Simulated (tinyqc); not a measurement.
Inside a calculation: thin (001) film in sp3s* tight binding with raised dangling bonds. Values are carried at full precision from step to step, so a last printed digit may differ when a step is redone from the rounded ones.

sp3s* tight binding, nearest neighbours only: anion (a) at 0, cation (c) at a/4 (1,1,1), orbitals s, px, py, pz, s* on each; k in units of 2 pi/a. With phases e_j = exp(i (pi/2) k.n_j) for n = (1,1,1), (1,-1,-1), (-1,1,-1), (-1,-1,1): g0 = (e1+e2+e3+e4)/4, g1 = (e1+e2-e3-e4)/4, g2 = (e1-e2+e3-e4)/4, g3 = (e1-e2-e3+e4)/4. The diagonal holds the levels Esa, Epa, Exa (s*) and Esc, Epc, Exc. Anion-cation block: <sa|sc> = Vss g0; <sa|xc> = Vsapc g1; <xa|sc> = -Vscpa g1; <xa|xc> = Vxx g0; <xa|yc> = <ya|xc> = Vxy g3, <xa|zc> = <za|xc> = Vxy g2, <ya|zc> = <za|yc> = Vxy g1; <s*a|xc> = Vxapc g1; <xa|s*c> = -Vpaxc g1; y and z take g2 and g3 in place of g1; s-s* and s*-s* vanish.

Values chosen for the exercise (out of a larger set: near a published set for Si, fitted to gaps, whose masses and valley positions are rough; not measured data):
```
symbol  value                                                                                         unit  meaning
p       (-4.173, 1.722, -4.173, 1.722, 6.658, 6.658, -8.309, 1.725, 4.604, 5.701, 5.701, 5.36, 5.36)  eV    order Esa, Epa, Esc, Epc, Exa, Exc, Vss, Vxx, Vxy, Vsapc, Vscpa, Vxapc, Vpaxc
N       4                                                                                                   atomic planes in the small film
dl      20                                                                                            eV    shift of the dangling hybrids
```

## Bulk edges along [001]

Gap at Gamma and minimum on (0,0,kz), kz from 0.5 to 1, from the bulk Ev. States at zero in-plane momentum come from this line alone.

edges (eV): Gamma 3.4500, Delta 1.1704

kz of the minimum = 0.7326 2 pi/a

## The two blocks of the small film

Planes alternate anion (a), cation (c) along [001], a/4 apart, starting with an anion; zero in-plane momentum; levels counted from the bulk Ev, the lower root of [[Epa, Vxx], [Vxx, Epc]]; no spin-orbit coupling. Block of s, pz, s*: from an anion to the cation above, Vss/2 (s,s), Vsapc/2 (s,z), -Vscpa/2 (z,s), Vxx/2 (z,z), Vxapc/2 (s*,z), -Vpaxc/2 (z,s*); to the cation below the same with the s-z and s*-z signs reversed. Block of u = (px + py)/sqrt2 and v = (px - py)/sqrt2: to the cation above (Vxx + Vxy)/2 for u and (Vxx - Vxy)/2 for v, to the cation below the reverse. Each surface atom has two dangling sp3 hybrids; raising both by dl adds (dl/2) [[1, t], [t, 1]] to its s, pz levels (t = -1 at the bottom face, +1 at the top) and dl to the one of u, v in whose plane the missing bonds lie (v for a bottom anion or a top cation, u for a top anion).

Fill them in.

s, pz, s* block (eV), lower triangle:
```
         sa1     za1    *a1     sc2     zc2    *c2     sa3     za3    *a3     sc4     zc4    *c4
sa1    5.830
za1  -10.000  11.725
*a1        0       0  6.661
sc2   -4.154  -2.850      0  -4.170
zc2    2.850   0.863  2.680       0   1.725
*c2        0  -2.680      0       0       0  6.661
sa3        0       0      0  -4.154  -2.850      0  -4.170
za3        0       0      0   2.850   0.863  2.680       0   1.725
*a3        0       0      0       0  -2.680      0       0       0  6.661
sc4        0       0      0       0       0      0  -4.154  -2.850      0   5.830
zc4        0       0      0       0       0      0   2.850   0.863  2.680  10.000  11.725
*c4        0       0      0       0       0      0       0  -2.680      0       0       0  6.661
```

u, v block (eV), lower triangle:
```
       ua1     va1     uc2    vc2    ua3     va3    uc4     vc4
ua1  1.725
va1      0  21.725
uc2  3.164       0   1.725
vc2      0  -1.440       0  1.725
ua3      0       0  -1.440      0  1.725
va3      0       0       0  3.164      0   1.725
uc4      0       0       0      0  3.164       0  1.725
vc4      0       0       0      0      0  -1.440      0  21.725
```

## Levels of the small film

Diagonalise both blocks.

levels of the s, pz, s* block (eV): -11.221  -7.897  -3.285  2.085  2.272  3.890  6.670  6.773  8.908  9.397  19.582  19.690

levels of the u, v block (eV): -2.240  -1.529  -0.801  4.251  4.767  5.690  21.814  21.847

No level lies between 0 and the bulk edge 1.170 eV; confinement has widened the gap at zero in-plane momentum to 2.886 eV.

## Checks

- Lowest conduction level of 201 planes, with the dangling hybrids shifted far away, against the bulk edge: 1.171 against 1.170.

(tinyqc, `OMP_NUM_THREADS=1 python tinyqc.py 1451853 1451854 out.jsonl`, Intel(R) Xeon(R) Processor @ 2.30GHz, 1 thread, shared host, about 0.4 s.)
